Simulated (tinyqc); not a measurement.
The basis set: RHF and MP2 along a ladder of basis sets, for BeH2, spin multiplicity 1. Computed by the program tinyqc with PySCF. Command: `OMP_NUM_THREADS=1 python tinyqc.py 110041 110042 out.jsonl`; one thread of a shared host (Intel(R) Xeon(R) Processor @ 2.60GHz), about 1 s.

Geometry (angstrom):
```
atom       x        y       z
Be    0.0000   0.0000  0.0000
H     0.0000   1.2920  0.0000
H     0.0000  -1.3070  0.0000
```

Same geometry throughout; the dipole is taken about the origin.

RHF and frozen-core MP2 in a ladder of bases:
```
basis    functions  E(RHF) (hartree)  E(MP2 corr) (hartree)  HOMO (eV)  LUMO (eV)  dipole (debye)
sto-3g           7         -15.56124               -0.02222    -11.643      5.742        1.44e-03
3-21g           13         -15.67277               -0.02789    -12.318      2.248           0.024
6-31g           13         -15.75858               -0.02807    -12.287      2.466           0.027
6-31g**         24         -15.76598               -0.04881    -12.216      2.511           0.025
cc-pvdz         24         -15.76636               -0.05087    -12.265      1.933           0.025
cc-pvtz         58         -15.77075               -0.06073    -12.320      1.650           0.026
```

From cc-pVDZ to cc-pVTZ the RHF energy falls by 4.4 mhartree and the correlation energy by 9.9. If valence correlation converges as X^-3, (27 E(T) - 8 E(D))/19 gives -0.0649 hartree, a rough estimate from such small X that usually falls short; STO-3G holds about 34 % of it. Beyond STO-3G the LUMO moves by 0.9 eV and the HOMO by 0.1 eV.
